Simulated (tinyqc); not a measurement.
Width of the well: hydrogenic donor in a hard-walled well (variational).

Trial function cos(pi z/L) exp(-r/lam), r measured from the donor at zi, walls at +/- L/2, one eps everywhere. Counted from the lowest subband, E(lam) = c/(m lam^2) - (q/eps) I0/I1, with I0 the integral of cos^2(pi z/L) exp(-2|z - zi|/lam) over the well and I1 the same with the factor (|z - zi| + lam/2); c = hbar^2/2m0, q = e^2/(4 pi eps0). The binding energy is -E at the minimum.

Constants: hbar^2/2m0 = 3.80998211 eV angstrom^2; e^2/(4 pi eps0) = 14.39964547 eV angstrom.

Parameters, chosen for this exercise (out of a larger set: near those of InGaAs; not measured data): m = 0.042 m0 (mass); eps = 14.3 (dielectric constant); Ls = (38, 89, 139, 308, 546, 1244, 2701) angstrom (widths).

Ry* = 2.7945 meV
a* = 180.172 angstrom

Donor at the centre and at the wall (zi = L/2).

Binding:

| L (angstrom) | L/a* | centre (meV) | in Ry* | wall (meV) | in Ry* | centre/wall |
|---|---|---|---|---|---|---|
| 38 | 0.21 | 9.18 | 3.286 | 6.77 | 2.424 | 1.36 |
| 89 | 0.49 | 7.72 | 2.762 | 4.85 | 1.736 | 1.59 |
| 139 | 0.77 | 6.82 | 2.442 | 3.92 | 1.403 | 1.74 |
| 308 | 1.71 | 5.23 | 1.872 | 2.54 | 0.911 | 2.06 |
| 546 | 3.03 | 4.24 | 1.518 | 1.82 | 0.650 | 2.34 |
| 1244 | 6.90 | 3.28 | 1.172 | 1.12 | 0.403 | 2.91 |
| 2701 | 14.99 | 2.91 | 1.042 | 0.82 | 0.292 | 3.57 |

At the centre the binding falls from 3.29 to 1.04 Ry*, between the limits 4 and 1. At the wall it falls from 2.42 to 0.29 Ry*, towards 1/4: the wall forces a node through the donor, as in a 2p state. With this trial function, which underbinds wall donors by about a tenth, the wall donor drops below the bulk value between 139 and 308 angstrom. The ratio grows from 1.36 to 3.57.

(tinyqc, `OMP_NUM_THREADS=1 python tinyqc.py 1280531 1280532 out.jsonl`, Intel(R) Xeon(R) Processor @ 2.30GHz, 1 thread, shared host, about 0.01 s.)
